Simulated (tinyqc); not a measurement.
Stretching all distances: RHF, UHF, MP2, CISD and CCSD against full CI in the sto-6g basis, for H6, spin multiplicity 1. Computed by the program tinyqc with PySCF. All coordinates are multiplied by the scale. c0^2 is the weight of the RHF determinant in the lowest singlet FCI state (UHF is spin-contaminated and may lie near states of higher spin) and n(LUMO) the first natural occupation beyond the occupied space.

Geometry (angstrom):
```
atom       x       y       z
H     0.0000  0.0000  0.0000
H     0.0000  0.0000  0.7530
H     0.0000  0.0000  1.7630
H     0.0000  0.0000  2.5160
H     0.0000  0.0000  3.5270
H     0.0000  0.0000  4.2800
```

Full CI energy (hartree) and errors against it (kcal/mol):
```
scale   distance 1-2 (angstrom)     E(FCI)       RHF      UHF       MP2     CISD    CCSD  <S^2> UHF    c0^2  n(LUMO)
0.8800                   0.6626  -3.247528   32.4372  32.4372    9.4271   0.4848  0.0600     0.0000  0.9737   0.0313
1.0600                   0.7982  -3.348040   42.5787  42.5787   14.2157   1.0873  0.0944     0.0000  0.9567   0.0474
1.2400                   0.9337  -3.329699   55.9840  55.9840   20.8823   2.3280  0.1563     0.0000  0.9306   0.0704
1.4200                   1.0693  -3.262948   73.4740  73.4740   29.9270   4.7177  0.2523     0.0000  0.8920   0.1028
1.6000                   1.2048  -3.180823   95.7584  87.8152   41.7546   8.9782  0.3750     0.7181  0.8377   0.1471
1.7700                   1.3328  -3.104207  121.5819  86.1029   55.6091  15.4665  0.4911     1.4072  0.7711   0.2012
1.9500                   1.4684  -3.032199  153.8932  74.1761   72.8162  25.6000  0.5713     1.9499  0.6871   0.2712
2.3100                   1.7394  -2.927707  230.3335  42.9379  110.9412  56.2616  0.4408     2.5735  0.5056   0.4369
```

Estimate the missing row, scale = 2.13.

Computed row:
```
scale   distance 1-2 (angstrom)     E(FCI)       RHF      UHF      MP2     CISD    CCSD  <S^2> UHF    c0^2  n(LUMO)
2.1300                   1.6039  -2.973176  190.5899  58.3193  91.7420  39.3239  0.5630     2.3255  0.5957   0.3514
```

UHF parts from RHF first at scale 1.6 of those listed, where <S^2> leaves zero. The weight c0^2 goes from 0.97 to 0.51 and n(LUMO) from 0.03 to 0.44: static correlation grows as the bonds break into open-shell fragments. The spread of the error along the curve, which distorts its shape, is CCSD 0.5, UHF 55.4, CISD 55.8, MP2 101.5, RHF 197.9 kcal/mol.
